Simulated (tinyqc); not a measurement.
# Graded p-n junction, non-linear Poisson equation by Newton steps: two studies

One dimension, p side on the left, n side on the right; net doping C = (Nd - Na)/2 + ((Nd + Na)/2) tanh(x/Lg). The potential psi is counted from the intrinsic level, and the quasi-Fermi potentials are flat: 0 for holes and -V for electrons, so n = ni exp((psi + V)/Vt) and p = ni exp(-psi/Vt) (Boltzmann statistics, full ionisation, no current).

Values chosen for this exercise; band and dielectric values close to those of silicon: temperature T = 293 K; band gap Eg = 1.11 eV; relative permittivity eps_r = 11.6; conduction-band density of states at T Nc = 2.67e19 cm^-3; valence-band density of states at T Nv = 2.57e19 cm^-3; acceptor density of the p side Na = 1.2e15 cm^-3; donor density of the n side Nd = 8.4e15 cm^-3; bias of the p side against the n side V = 0 V; grading length Lg = 340 nm.

Constants: q = 1.602176634e-19 C, kB = 1.380649e-23 J/K, Vt = kB T/q, eps0 = 8.8541878128e-14 F/cm where lengths are in cm. Results are converted to the units shown.

Each table varies one quantity; the others keep the values above.

## Capacitance and field against bias

The Poisson equation d/dx(eps0 eps_r dpsi/dx) = -q (p - n + C) is solved on a mesh of more than 1000 nodes that ends in neutral material (psi_p = -Vt ln(Na/ni), psi_n = Vt ln(Nd/ni) - V). C_j = q d/dV of the integral of p over x, from the linearised equation. ni = sqrt(Nc Nv) exp(-Eg/(2 Vt)), Eg in volts. Depletion approximation: Vbi = Vt ln(Na Nd/ni^2), W = sqrt(2 eps0 eps_r (Vbi - V)(1/Na + 1/Nd)/q), xp = W Nd/(Na + Nd), xn = W Na/(Na + Nd), peak field 2 (Vbi - V)/W, capacitance eps0 eps_r/W. The last column applies it to an abrupt Na-Nd junction.

Capacitance and field against bias:

| V (V) | peak \|E\| (kV/cm) | C_j (nF/cm^2) | 1/C_j^2 (cm^4/uF^2) | eps0 eps_r/C_j (nm) | abrupt depletion C (nF/cm^2) |
|---|---|---|---|---|---|
| 0 | 9.151 | 10.28 | 9465 | 999.2 | 11.49 |
| -1.67 | 21.00 | 5.696 | 3.082e4 | 1803 | 6.096 |
| -3.33 | 29.05 | 4.432 | 5.092e4 | 2318 | 4.656 |
| -5 | 35.67 | 3.758 | 7.082e4 | 2733 | 3.909 |
| -6.67 | 41.40 | 3.323 | 9.055e4 | 3091 | 3.434 |
| -8.33 | 46.51 | 3.014 | 1.101e5 | 3408 | 3.101 |
| -10 | 51.21 | 2.777 | 1.296e5 | 3698 | 2.848 |

What does the table show?

With V going from 0 to -10 V, C_j falls from 10.3 to 2.78 nF/cm^2 and the peak field rises from 9.15 to 51.2 kV/cm. The slope of 1/C_j^2, read as N = 2/(q eps0 eps_r |slope|), gives 9.51e14 cm^-3 between the first two rows and 1.04e15 cm^-3 between the last two, against Na Nd/(Na + Nd) = 1.05e15 cm^-3; it is not a straight line, so no single doping describes it. At the end C_j goes as (Vbi - V)^(-0.48) with Vbi = 0.655 V, and it is 2.5 % below the abrupt depletion formula (at the first row 11 % below it).

## Effect of the grading length

Same model as above.

The abrupt values quoted are those of these depletion formulas.

Results:

| Lg (nm) | peak \|E\| (kV/cm) | C_j (nF/cm^2) | eps0 eps_r/C_j (nm) |
|---|---|---|---|
| 42 | 13.0 | 11.9 | 864 |
| 60 | 12.6 | 11.8 | 869 |
| 85 | 12.1 | 11.7 | 878 |
| 170 | 10.8 | 11.2 | 914 |
| 240 | 10.0 | 10.8 | 949 |
| 340 | 9.15 | 10.3 | 999 |

Estimate the missing row, Lg = 120 nm.

Computed row:

| Lg (nm) | peak \|E\| (kV/cm) | C_j (nF/cm^2) | eps0 eps_r/C_j (nm) |
|---|---|---|---|
| 120 | 11.5 | 11.5 | 892 |

With this row back in the table: As Lg grows from 42 to 340 nm, the peak field falls from 13.0 to 9.15 kV/cm and C_j falls from 11.9 to 10.3 nF/cm^2. The abrupt depletion formulas give 14.6 kV/cm and W = 894 nm; the first row's field is 11 % below that and the last row's 38 % below it. The same voltage drops over a longer distance, so the field falls.

tinyqc, about 0.03 s, one thread, Intel Xeon 2.30GHz (shared host): `OMP_NUM_THREADS=1 python tinyqc.py 2000154 2000155 out.jsonl`
